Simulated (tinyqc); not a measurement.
Standing waves and exposure in a photoresist film, step by step. Values are carried at full precision from step to step, so a last printed digit may differ when a step is redone from the rounded ones.

Normal incidence from air. Unexposed resist: N1 = n1 + i k1 with k1 = (A + B) lam/(4 pi), lam in micrometres. r01 = (1 - N1)/(1 + N1), t01 = 2/(1 + N1). Below the resist lie the layer Na = na + i ka and the substrate Ns = ns + i ks: r12 = (r1a + ras x)/(1 + r1a ras x), x = exp(4 pi i Na da/lam), r1a = (N1 - Na)/(N1 + Na), ras = (Na - Ns)/(Na + Ns). With p = exp(2 pi i N1 d/lam), the field at depth z is E(z) = t01 [exp(2 pi i N1 z/lam) + r12 p^2 exp(-2 pi i N1 z/lam)]/(1 + r01 r12 p^2), the relative intensity I(z) = n1 |E(z)|^2 and the reflectance R = |(r01 + r12 p^2)/(1 + r01 r12 p^2)|^2.

Parameters, chosen for this exercise (a resist on polySi, indices near tabulated ones; not measured data):
- lam = 193 nm (vacuum wavelength)
- n1 = 1.673 (resist index)
- A = 0.09 1/micrometre (bleachable absorption (Dill A))
- B = 0.89 1/micrometre (fixed absorption (Dill B))
- d = 211 nm (resist thickness)
- ns = 1.017 (substrate n)
- ks = 2.229 (substrate k)
- na = 1.844 (n of the bottom antireflection layer)
- ka = 0.324 (its k)
- da = 85 nm (its thickness)
- C = 0.03 cm^2/mJ (exposure rate (Dill C))
- D = 80 mJ/cm^2 (incident dose)
- Ld = 5 nm (diffusion length of the post-exposure bake)

## Interface coefficients

Form N1, r01, t01 and r12.

N1 = 1.67300+0.01505i
r01 = -0.2518-0.0042i
t01 = 0.7482-0.0042i
r12 = -0.0959-0.0018i
|r12|^2 = 0.0092

Next to the bottom the intensity swings by a factor ((1 + |r12|)/(1 - |r12|))^2 = 1.47 between antinode and node; without the layer |r12|^2 would be 0.4345.

## Round trip and reflectance

Form p^2, the denominator and R; the period of the standing wave is lam/(2 n1).

p^2 = -0.4441-0.6813i
1 + r01 r12 p^2 = 0.9899-0.0168i
R = 0.0491
period = 57.68 nm

The film holds 3.66 periods.

## Intensity and exposure over the lowest period

Nine depths from d - period to d. Without bleaching during the exposure the share of unexposed compound is m = exp(-C D I).

Profile:
```
z (nm),I,m
153.3,0.680,0.196
160.5,0.716,0.179
167.7,0.815,0.141
174.9,0.915,0.111
182.2,0.955,0.101
189.4,0.908,0.113
196.6,0.798,0.147
203.8,0.686,0.193
211.0,0.635,0.218
```

I runs from 0.635 to 0.955 on these points, so m runs from 0.101 to 0.218; the least exposed point listed lies 0.0 nm above the bottom.

## Smoothing by the bake

Gaussian diffusion of length Ld multiplies a cosine of period L by exp(-2 pi^2 Ld^2/L^2). Give that factor, and the Ld that leaves 10 %.

factor = 0.862
Ld for 10 % = 19.70 nm

## Checks

- R against the transfer-matrix product: both 0.049097.

tinyqc: `OMP_NUM_THREADS=1 python tinyqc.py 1680114 1680115 out.jsonl`; about 0.01 s, one thread, shared Intel(R) Xeon(R) Processor @ 2.30GHz.
